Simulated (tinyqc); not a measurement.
## Cell size and critical density at another thickness

Question. In the cell model of oxide breakdown (cubic cells of edge a, defect density growing as t^al) the Weibull slope is beta = al tox/a, and for small l the critical density is N_bd = a^(-3) (A/a^2)^(-a/tox). Find a from the slope, and then the area A and the slope at 2.8 nm.

Parameters, values chosen for the exercise: exponent of defect growth al = 0.9.

Weibull slope at a thickness of 2.1 nm = 2.7
N_bd there, small-l form = 4.6599096e19 cm^-3

Solution. a = al tox/beta, and A = a^2 (a^3 N_bd)^(-tox/a).

a = 0.7000 nm
A = 0.1200 um^2
slope = 3.600

Program tinyqc, `OMP_NUM_THREADS=1 python tinyqc.py 2070170 2070171 out.jsonl`; Intel Xeon 2.30GHz, shared host, one thread, about 0.01 s.
